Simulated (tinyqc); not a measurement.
## Charges from the flat band at three thicknesses

Question. For a gate stack whose outer layer (permittivity e2) is made in three thicknesses t2, Vfb = V0 - (q/eps0) [Qb t2/e2 + r2 t2^2/(2 e2)], with Qb the sheet density of all charge below that layer and r2 the uniform density in it. Find V0, Qb and r2.

Values chosen for this exercise: relative permittivity of layer 2 e2 = 22.1.

Constants: q = 1.602176634e-19 C, eps0 = 8.8541878128e-14 F/cm where lengths are in cm. Results are converted to the units shown.

t2 (nm): 2.2  5  7.1
Vfb (V): -0.65886131  -0.79861792  -0.90806929

Answer. A parabola through the three points gives the three coefficients.

V0 = -0.5540 V
Qb = 5.700e12 cm^-2
r2 = 1.100e18 cm^-3

Computed by the program tinyqc: `OMP_NUM_THREADS=1 python tinyqc.py 2010097 2010098 out.jsonl`, one thread of a shared Intel Xeon 2.30GHz, about 0.01 s for the whole run.
